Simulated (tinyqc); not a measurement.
X-ray reflectivity of a thin film on silicon: critical angles, Parratt recursion, fringes and roughness: one step, computed by the program tinyqc.

n = 1 - delta + i beta; the classical electron radius is r_e = 2.8179403e-6 nm. Layer 0 is vacuum, 1 the film, 2 the substrate.

Question. Reflectivity at one angle. k_j = (2 pi/lambda) sqrt(sin^2 theta - 2 delta_j + 2 i beta_j); r_ij = (k_i - k_j)/(k_i + k_j) x exp(-2 k_i k_j sigma^2) (Nevot-Croce); r = (r_01 + r_12 p)/(1 + r_01 r_12 p), p = exp(2 i k_1 d); R = |r|^2.

Inputs (values chosen for the exercise, modelled on tungsten on silicon, copper K-alpha radiation):

| quantity | value | unit |
|---|---|---|
| wavelength lambda | 0.15406 | nm |
| film thickness d | 13.5 | nm |
| roughness of the surface sigma_1 | 0.42 | nm |
| roughness of the interface sigma_2 | 0.45 | nm |
| grazing angle theta | 1.62 | degrees |

Constants:

| layer | rho_e (1/nm^3) | delta | beta | critical angle (degrees) | q_c (1/nm) |
|---|---|---|---|---|---|
| film | 4421.215 | 4.706232e-05 | 3.623799e-06 | 0.5558714 | 0.7913555 |
| substrate | 711.402 | 7.572626e-06 | 1.741704e-07 | 0.2229774 | 0.3174375 |

Give: k_0, k_1, k_2; 1000 r_01; 1000 r_12; p; reflectivity R; q = 4 pi sin(theta)/lambda.

Answer.

k_0, k_1, k_2 (1/nm): 1.153  1.083+0.006i  1.142

1000 r_01 = 20.15-1.70i

1000 r_12 = -16.07+1.53i

p = -0.4891-0.7079i

reflectivity R = 9.256e-04

q = 4 pi sin(theta)/lambda = 2.306 1/nm
